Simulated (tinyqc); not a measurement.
Inside a calculation: exchange-split free-electron bands and tunnelling magnetoresistance. Values are carried at full precision from step to step, so a last printed digit may differ when a step is redone from the rounded ones.

Majority and minority bands E = c k^2/m -/+ Dx/2, c = hbar^2/2m0, so k_up = sqrt(m (EF + Dx/2)/c), k_dn = sqrt(m (EF - Dx/2)/c); n_s = k_s^3/(6 pi^2), D_s = m k_s/(4 pi^2 c).

Constants: hbar^2/2m0 = 3.80998211 eV angstrom^2.

Parameters, chosen for this exercise:
- EF = 4.07 eV (Fermi energy above the mean band bottom)
- Dx = 6.85 eV (exchange splitting)
- m = 1.19 m0 (mass in the electrodes)
- mb = 0.47 m0 (mass in the barrier)
- phi = 1.78 eV (barrier height above EF)
- d = 8.9 angstrom (barrier thickness)

## The two Fermi spheres

Give k_s, n_s, D_s, the moment per electron (n_up - n_dn)/n and three polarisations: of D, of D v and of D v^2 (v proportional to k).

k_up, k_dn (1/angstrom): 1.5300  0.4488

n_up, n_dn (1/angstrom^3): 0.06048  0.00153

D_up, D_dn (1/(eV angstrom^3)): 0.01210  0.00355

moment per electron = 0.9508 muB

polarisations: D 0.5464, D v 0.8415, D v^2 0.9508

The three numbers differ although they describe one band structure: each probe (density of states, ballistic current, diffusive current) weights the velocity differently.

## Transmissions

Barrier: kappa = sqrt(mb phi/c), c = hbar^2/2m0. With a = k1/m, b = k2/m, w = kappa/mb, the transmission at normal incidence is T(k1, k2) = 4 a b w^2/[w^2 (a + b)^2 + (w^2 + a^2)(w^2 + b^2) sinh^2(kappa d)]. Parallel: G_P = T(up, up) + T(dn, dn); antiparallel: G_AP = 2 T(up, dn); TMR = (G_P - G_AP)/G_AP. Julliere: TMR = 2 P^2/(1 - P^2). Slonczewski factor: P_eff = P_k (w^2 - a_up a_dn)/(w^2 + a_up a_dn), P_k = (k_up - k_dn)/(k_up + k_dn).

Evaluate kappa and the three T.

kappa = 0.4686 1/angstrom
kappa d = 4.170

T: up-up 0.0008946, dn-dn 0.0004180, up-dn 0.0006114

The majority channel transmits more, by a factor 2.14; the common factor exp(-2 kappa d) is 0.000239.

## Magnetoresistance

From the T, and from the Julliere formula with P_k and with P_eff.

TMR from T = 7.35 %
P_k = 0.5464
P_eff = 0.1881
Julliere with P_k = 85.11 %
Julliere with P_eff = 7.33 %

The interface factor is +0.344. The plain Julliere value lies 77.8 points above the result and the one with P_eff 0.01 points from it. Symmetry filtering in crystalline barriers, which gives far larger values, is outside this model.

## Checks

- TMR of a thick barrier against the Julliere formula with P_eff: both 0.07333.

tinyqc: `OMP_NUM_THREADS=1 python tinyqc.py 1650611 1650612 out.jsonl`; about 0.01 s, one thread, shared Intel(R) Xeon(R) Processor @ 2.30GHz.
